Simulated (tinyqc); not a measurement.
Composition and strain of an epitaxial Si(1-x)Ge(x) layer from Raman and X-ray peaks: one step, computed by the program tinyqc. Command: `OMP_NUM_THREADS=1 python tinyqc.py 3008077 3008078 out.jsonl epiraman walk`. One thread of a shared host (Intel(R) Xeon(R) Processor @ 2.30GHz), about 0.01 s of CPU time with the checks.

A (001) layer, biaxially strained in the plane. The Raman peaks follow empirical lines omega = w0 + c1 x + c3 x^3 + b eps (c3 for Si-Ge alone), with eps the in-plane strain.

Question. Raman peaks. Insert x and eps in the three lines; the strain part is b eps.

Inputs (values chosen for the exercise, modelled on silicon-germanium):

| quantity | value | unit |
|---|---|---|
| Ge fraction x | 0.89 | - |
| Si-Si: w0 | 520.4 | 1/cm |
| Si-Si: c1 | -68.5 | 1/cm |
| Si-Si: strain coefficient b | -729 | 1/cm |
| Si-Ge: w0 | 400.3 | 1/cm |
| Si-Ge: c1 | 24.5 | 1/cm |
| Si-Ge: c3 | -31.4 | 1/cm |
| Si-Ge: strain coefficient b | -554 | 1/cm |
| Ge-Ge: w0 | 280 | 1/cm |
| Ge-Ge: c1 | 19.9 | 1/cm |
| Ge-Ge: strain coefficient b | -458 | 1/cm |

Substrate: relaxed alloy buffer.

in-plane strain eps = -11.49659 per mille

Give: Si-Si peak; Si-Ge peak; Ge-Ge peak; strain parts.

Answer.

Si-Si peak = 467.82 1/cm

Si-Ge peak = 406.34 1/cm

Ge-Ge peak = 302.98 1/cm

strain parts (1/cm): Si-Si 8.3810, Si-Ge 6.3691, Ge-Ge 5.2654

Read as unstrained, the Si-Si peak would give x = 0.768 in place of 0.89. Caution: near either end one of the like-atom peaks is weak, since its intensity follows the number of such bonds.
